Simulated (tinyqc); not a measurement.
Inside a calculation. Method: coherent transport through a tight-binding region between two chains. Computed by tinyqc, a small Python program that keeps every step. Settings: temperature = 4, mu = -0.17. Command: `OMP_NUM_THREADS=1 python tinyqc.py 28894 28895 out.jsonl` (the two numbers bound the seeds that draw the settings). One thread of a shared host (Intel(R) Xeon(R) Processor @ 2.60GHz), about 0.09 s of CPU time with the checks.

## Transmission at E = -0.52 eV

H of the central region (eV):
```
[[0.00000, -1.67000],
 [-1.67000, 0.00000]]
```

Leads: semi-infinite chains with site energy 0:
```
parameter                           value
lead hopping t (eV)              2.670000
coupling to the left lead (eV)   0.500000
coupling to the right lead (eV)  1.110000
left contact site                       1
right contact site                      2
```

E = -0.52000 eV

Surface Green function g = (E - i sqrt(4 t^2 - E^2)) / (2 t^2); self-energy tc^2 g on each contact site; G = (E - H - Sigma)^(-1); Gamma = -2 Im Sigma; T = Gamma_L Gamma_R |G_LR|^2; local density of states -Im G_ii / pi.

g = -0.03647-0.37275i 1/eV

G (1/eV):
```
[[0.16250-0.19490i, 0.63764-0.06869i],
 [0.63764-0.06869i, 0.19123-0.05659i]]
```

local density of states (1/eV): [0.06204, 0.01801]

transmission = 0.07041

## Transmission across the band

The same steps on a grid of energies.

T(E):
```
E (eV)            T
-5.0730000  0.00011
-4.5657000  0.00051
-4.0584000  0.00140
-3.5511000  0.00361
-3.0438000  0.01016
-2.5365000  0.03672
-2.0292000  0.23168
-1.5219000  0.37529
-1.0146000  0.11843
-0.5073000  0.06986
0.0000000   0.06009
0.5073000   0.06986
1.0146000   0.11843
1.5219000   0.37529
2.0292000   0.23168
2.5365000   0.03672
3.0438000   0.01016
3.5511000   0.00361
4.0584000   0.00140
4.5657000   0.00051
5.0730000   0.00011
```

levels of the isolated region (eV): [-1.67000, 1.67000]

## Current

I = (2e/h) int T(E) [f(E - mu - V/2) - f(E - mu + V/2)] dE at 4 K with mu = -0.17 eV, the bias not changing H; 2e^2/h = 77.48092 microsiemens; the integral runs over the band on 4001 points.

Current:
```
V (volt)  I (microampere)
0.01000           0.04820
0.05000           0.23620
0.10000           0.47446
0.20000           0.94846
0.40000           1.90876
0.80000           3.91300
```
